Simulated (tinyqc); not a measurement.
## MOSFET in saturation, small-signal circuit and noise: effect of the temperature on speed and noise

Bias by the inversion coefficient IC = I/Ispec (charge-based model with velocity saturation; weak inversion below 0.1, strong above 10). Common-source circuit: gm, gds, Cgs, Cgd and Cj at the inner nodes, Rg in series with the gate; quasi-static, no source or drain resistance, no gate-body capacitance, no substrate network, no induced gate noise, so fmax is an upper estimate.

Ispec = 2 n mu Cox (W/L) Vt^2, lc = Ls/L, gms = [sqrt((lc IC + 1)^2 + 4 IC) - 1]/[2 + lc (lc IC + 1)], gm = gms Ispec/(n Vt), gds = sg gm. qs = [sqrt(1 + 4 IC) - 1]/2, Cgs = Cox W L qs (2 qs + 3)/(3 (qs + 1)^2) + Cov W, Cgd = Cov W, Cd = Cj W, Rg = Rsh (Wf/L)/(12 Nf) + Rc/W with Nf = W/Wf fingers (not rounded) contacted at both ends. fT = gm/(2 pi (Cgs + Cgd)), fmax = fT/(2 sqrt(Rg (gds + 2 pi fT Cgd))). Channel noise Sid = 4 kB T gam n gm with gam = (1/2 + (2/3) qs)/(1 + qs) + gw lc IC, qs = [sqrt(1 + 4 IC) - 1]/2, lc = Ls/L (the last term an empirical rise with velocity saturation); at the gate, white noise Sw = Sid/gm^2 + 4 kB T Rg. Number fluctuation with correlated mobility: S(f) = K/f, K = q^2 Vt lt Nt/(W L Cox^2) (1 + ac mu Cox I/gm)^2, Vt in eV with Nt per eV. Corner fc = K/Sw. IC is held fixed, and so are mu, n, Ls and Nt.

Values chosen for this exercise:
- L = 65 nm (gate length)
- W = 20 um (total gate width)
- Cox = 0.77 uF/cm^2 (gate capacitance)
- mu = 390 cm^2/(V s) (mobility)
- n = 1.16 (slope factor)
- Ls = 15 nm (velocity-saturation length)
- sg = 0.054 (ratio gds/gm)
- Cov = 0.26 fF/um (overlap and fringe capacitance per side)
- Cj = 0.32 fF/um (drain junction capacitance)
- Rsh = 20 ohm (sheet resistance of the gate)
- Wf = 4 um (finger width)
- Rc = 100 ohm um (gate contact and vertical resistance)
- IC = 15 (inversion coefficient)
- gw = 0.05 (short-channel excess of the noise factor)
- Nt = 1.9e17 cm^-3 eV^-1 (oxide trap density)
- lt = 0.1 nm (tunnelling length into the oxide)
- ac = 1000 V s/C (Coulomb scattering coefficient)

Constants: q = 1.602176634e-19 C, kB = 1.380649e-23 J/K, Vt = kB T/q. Results are converted to the units shown.

The same in every row: Rg (ohm) = 25.51.

Effect of the temperature on speed and noise:

| T (K) | I (uA) | fT (GHz) | fmax (GHz) | sqrt(Sw) (nV/Hz^0.5) | fc (MHz) |
|---|---|---|---|---|---|
| 100 | 238.8 | 41.14 | 102.8 | 1.171 | 41.12 |
| 150 | 537.3 | 61.71 | 125.9 | 1.201 | 59.67 |
| 200 | 955.1 | 82.28 | 145.4 | 1.230 | 77.13 |
| 250 | 1492 | 102.9 | 162.5 | 1.258 | 93.66 |
| 300 | 2149 | 123.4 | 178.0 | 1.286 | 109.4 |
| 350 | 2925 | 144.0 | 192.3 | 1.313 | 124.4 |
| 400 | 3820 | 164.6 | 205.6 | 1.340 | 138.8 |

As T goes from 100 to 400 K, fT rises from 41.1 to 165 GHz, fmax rises from 103 to 206 GHz, the white noise rises from 1.17 to 1.34 nV/Hz^0.5 and the corner rises from 41.1 to 139 MHz. At fixed IC and mobility the current goes as T^2 and gm as T, which is why fT rises; a real mobility would fall with T. For T = 100 to 150 K band tails and dopant freeze-out, left out here, change n and the noise.

Computed by the program tinyqc: `OMP_NUM_THREADS=1 python tinyqc.py 2150031 2150032 out.jsonl`, one thread of a shared Intel Xeon 2.30GHz, about 0.01 s for the whole run.
